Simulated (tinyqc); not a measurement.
Active against total: solid solubility of a dopant against its melt (retrograde solidus), clustering and the electrically active fraction. Computed by tinyqc, a small Python program. Command: `OMP_NUM_THREADS=1 python tinyqc.py 3015052 3015053 out.jsonl retro walk`. One thread of a shared host (Intel(R) Xeon(R) Processor @ 2.30GHz), about 0.01 s of CPU time with the checks.

Inputs (values chosen for the exercise, of the order of those of gold in silicon for the solubility):
```
quantity                                      value    unit
atoms per cluster m                               4       -
cluster scale N* at 1273 K                  5.9e+20  1/cm^3
activation energy E_b of the cluster scale     0.29      eV
anneal temperature T_a                         1325       K
```

Clustering: clusters of m atoms, electrons left out.

Constants: k_B = 8.617333262e-05 eV/K.

Method. A highly soluble donor (another dopant than that of the solidus) is limited by clustering. Donors N_a are active, and clusters hold m atoms each: N_t = N_a + m C, m C = N* (N_a/N*)^m, with N*(T) = N*(1273 K) exp[-(E_b/k_B)(1/T - 1/1273)].

Active density (1/cm^3):
```
N_t (1/cm^3)  N_a at T_a  fraction  N_a at T_a + 150 K  N_a at T_a - 150 K
1.00e+19      1.0000e+19   1.00000          1.0000e+19          9.9999e+18
3.00e+19      2.9997e+19   0.99990          2.9999e+19          2.9992e+19
1.00e+20      9.9648e+19   0.99648          9.9837e+19          9.9090e+19
2.00e+20      1.9486e+20   0.97429          1.9750e+20          1.8817e+20
5.00e+20      4.0451e+20   0.80901          4.3898e+20          3.5319e+20
1.00e+21      5.8429e+20   0.58429          6.6961e+20          4.8367e+20
2.00e+21      7.6681e+20   0.38341          9.0374e+20          6.1859e+20
5.00e+21      1.0273e+21   0.20546          1.2306e+21          8.1605e+20
```

What does the comparison show, and why?

The exponent d ln N_a/d ln N_t falls from 1.00 to 0.32, towards 1/m = 0.250. At the highest dose a 150 K hotter anneal gives 1.20 times the active density, and a later step 150 K cooler would cut it to 0.79 if it ran to equilibrium: short hot anneals come last. For ionised donors far above n_i the electrons enter the mass action too and halve the limiting exponent.

Extremes, crossings and ranges named in words are read from the listed rows.
